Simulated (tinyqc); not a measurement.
# p-i-n power rectifier, conductivity modulation at high injection, step by step

Numbers from tinyqc (`OMP_NUM_THREADS=1 python tinyqc.py 2230063 2230064 out.jsonl`; about 0.01 s on one thread of a shared Intel Xeon 2.30GHz). Printed values are rounded.

A drift layer from x = -d to d (2 d = W) between ideal p+ and n+ emitters (no recombination in them). High injection, n = p, ambipolar diffusion with one lifetime; both mobilities scale as (T/300 K)^(-bt).

Values chosen for this exercise; bulk values close to those of gallium nitride:
- T = 400 K (temperature)
- eps_r = 9.22 (relative permittivity)
- Kc = 25800 V/cm per (cm^-3)^(1/8) (critical-field constant)
- BV = 6600 V (rated breakdown voltage of the drift layer)
- mud = 924 cm^2/(V s) (drift mobility at 300 K)
- bt = 2.2 (temperature exponent of the drift mobility)
- mup = 25.9 cm^2/(V s) (hole mobility at 300 K)
- Eg = 3.33 eV (band gap)
- Nc = 3.54e18 cm^-3 (conduction-band density of states at T)
- Nv = 7.08e19 cm^-3 (valence-band density of states at T)
- J = 50 A/cm^2 (forward current density)
- tau = 3.1e-5 s (high-level lifetime)

Constants: q = 1.602176634e-19 C, kB = 1.380649e-23 J/K, Vt = kB T/q, eps0 = 8.8541878128e-14 F/cm where lengths are in cm. Results are converted to the units shown.

Range of the model: Here n exceeds 3e17 cm^-3; above that emitter recombination, Auger recombination and carrier-carrier scattering, left out here, change the profile and the forward voltage.

## Drift layer

Triangular field at breakdown with Ec = Kc N^(1/8): BV = eps0 eps_r Ec^2/(2 q N), so N = (eps0 eps_r Kc^2/(2 q BV))^(4/3); W = 2 BV/Ec; mu = mud (T/300 K)^(-bt); rho = 1/(q mu N); ideal resistance rho W.

N = 1.63348e15 cm^-3
Ec = 2.05712 MV/cm
W = 64.1675 um
mu = 490.689 cm^2/(V s)
rho = 7.78699 ohm cm
ideal resistance = 49.9672 mohm cm^2

## Carrier profile

Da = 2 mun mup Vt/(mun + mup), La = sqrt(Da tau), B = (mun - mup)/(mun + mup) with mun = mud (T/300 K)^(-bt), mup likewise; n(x) = (tau J/(2 q La)) [cosh(x/La)/sinh(d/La) - B sinh(x/La)/cosh(d/La)]. 9 equal steps.

Da = 0.922341 cm^2/s
La = 53.4720 um
B = 0.945468

| point | x (um) | n (cm^-3) |
|---|---|---|
| 0 | -32.0837 | 2.14373e18 |
| 1 | -24.9540 | 1.92747e18 |
| 2 | -17.8243 | 1.74551e18 |
| 3 | -10.6946 | 1.59464e18 |
| 4 | -3.5649 | 1.47216e18 |
| 5 | 3.5649 | 1.37589e18 |
| 6 | 10.6946 | 1.30412e18 |
| 7 | 17.8243 | 1.25557e18 |
| 8 | 24.9540 | 1.22937e18 |
| 9 | 32.0837 | 1.22506e18 |

d/La = 0.600. The lowest density on the grid is 750 times the drift doping.

## Forward voltage and stored charge

Ohmic drop: integral of J/(q (mun + mup) n); diffusion (Dember) drop Vt B ln(n(-d)/n(d)); both junctions together Vt ln(n(-d) n(d)/ni^2), ni = sqrt(Nc Nv) exp(-Eg/(2 Vt)), Eg in volts; V_F = the sum; stored charge q times the integral of n. Trapezoid rule; mun and mup scale as (T/300 K)^(-bt).

ohmic drop = 0.00270955 V
diffusion drop = 0.0182358 V
junction drops = 3.17287 V
V_F = 3.19382 V
stored charge = 1552.30 uC/cm^2

A fine grid gives V_F = 3.194 V and the stored charge J tau = 1550 uC/cm^2. Without modulation the drift layer alone would drop J rho W = 2.50 V, 119 times the ohmic and diffusion drops together.
